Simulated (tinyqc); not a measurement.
Inside a calculation: three-band tight binding of a dichalcogenide monolayer. Values are carried at full precision from step to step, so a last printed digit may differ when a step is redone from the rounded ones.

Basis dz2, dxy, dx2-y2 on a triangular lattice, nearest neighbours; alpha = kx a/2, beta = sqrt3 ky a/2. h0 = e1 + 2 t0 (cos 2alpha + 2 cos alpha cos beta); h1 = -2 sqrt3 t2 sin alpha sin beta + 2i t1 (sin 2alpha + sin alpha cos beta); h2 = 2 t2 (cos 2alpha - cos alpha cos beta) + 2i sqrt3 t1 cos alpha sin beta; h11 = e2 + 2 t11 cos 2alpha + (t11 + 3 t22) cos alpha cos beta; h22 = e2 + 2 t22 cos 2alpha + (3 t11 + t22) cos alpha cos beta; h12 = sqrt3 (t22 - t11) sin alpha sin beta + 4i t12 sin alpha (cos alpha - cos beta) + i lam sz. H = [[h0, h1, h2], [., h11, h12], [., ., h22]], Hermitian; the lowest band of each spin is filled. K = (4 pi/3a, 0), M = (pi/a, pi/(sqrt3 a)).

Inputs chosen for the exercise (near a published set for monolayer MoS2; shifted at random, so the results belong to these values and not to a real crystal): a = 3.185 angstrom (lattice constant); e1 = 1.051 eV (level of dz2); e2 = 2.109 eV (level of dxy and dx2-y2); t0 = -0.181 eV (hopping); t1 = 0.409 eV (hopping); t2 = 0.507 eV (hopping); t11 = 0.222 eV (hopping); t12 = 0.335 eV (hopping); t22 = 0.056 eV (hopping); lam = 0.072 eV (spin-orbit constant); sz = -1 (spin); k = (0.8, 0.32) 1/angstrom (wave vector).

## H at one k

Form alpha, beta and the matrix.

alpha, beta (rad): [1.27400, 0.88265]

H (eV), rows z2, xy, x2-y2 and columns alike:
```
[[1.2166, -1.2973+0.9543i, -1.0289+0.3201i],
 [-1.2973-0.9543i, 1.8134, -0.2124-0.5111i],
 [-1.0289-0.3201i, -0.2124+0.5111i, 2.1503]]
```

## Levels and weights

Diagonalise H.

levels (eV): [-0.5754, 2.3214, 3.4343]

weights, rows z2, xy, x2-y2; columns band 1, band 2, band 3:
```
[[0.534, 0.068, 0.398],
 [0.321, 0.301, 0.378],
 [0.145, 0.630, 0.224]]
```

## Closed forms at K and Gamma

Three-band model of dz2 (level e1) and dxy, dx2-y2 (level e2), spin sz = +/-1; t1 and t2 drop out at these points. At K: e2 - (3/2)(t11 + t22) - 3 sqrt3 t12 + lam sz (valence), e1 - 3 t0 (conduction), e2 - (3/2)(t11 + t22) + 3 sqrt3 t12 - lam sz. At Gamma: e1 + 6 t0 (valence) and e2 + 3 (t11 + t22) -/+ lam.

Levels (eV):
```
point          band 1  band 2  band 3
K, spin up     0.0233  1.5940  3.3607
K, spin down  -0.1207  1.5940  3.5047
Gamma         -0.0350  2.8710  3.0150
```

smallest direct gap at K = 1.5707 eV
Ev(K) - Ev(Gamma) = 0.0583 eV

Of the two points, the valence band is higher at K, by 58 meV. The dz2 conduction state at K has no atomic orbital angular momentum (Lz = 0) and is not split at this order.

## Bands for both spins

The two lowest bands at the points named.

Levels (eV):
```
k           v, up   c, up  v, down  c, down
G         -0.0350  2.8710  -0.0350   2.8710
G-K 0.25  -0.2343  2.7877  -0.2472   2.8432
G-K 0.5   -0.5009  2.7825  -0.5546   2.9021
G-K 0.6   -0.5201  2.8038  -0.5905   2.7837
G-K 0.75  -0.3762  2.2967  -0.4724   2.2595
G-K 0.9   -0.0804  1.7459  -0.2102   1.7334
K          0.0233  1.5940  -0.1207   1.5940
K-M 0.5   -0.3531  2.0734  -0.4398   2.0475
M         -0.5734  2.1619  -0.5734   2.1619
M-G 0.5   -0.4488  2.5490  -0.4488   2.5490
```

The spins are degenerate from M to Gamma, since a vertical mirror plane holds this line and flips sz, and the valence splitting is largest at K (144 meV). The lowest conduction level listed is at K. With nearest neighbours alone the model is made for the neighbourhood of K.

## Checks

- Closed forms at K against the matrix: they agree to 1e-10 or better.

Program tinyqc; command `OMP_NUM_THREADS=1 python tinyqc.py 1480898 1480899 out.jsonl`; about 0.01 s on one thread of a shared Intel(R) Xeon(R) Processor @ 2.30GHz.
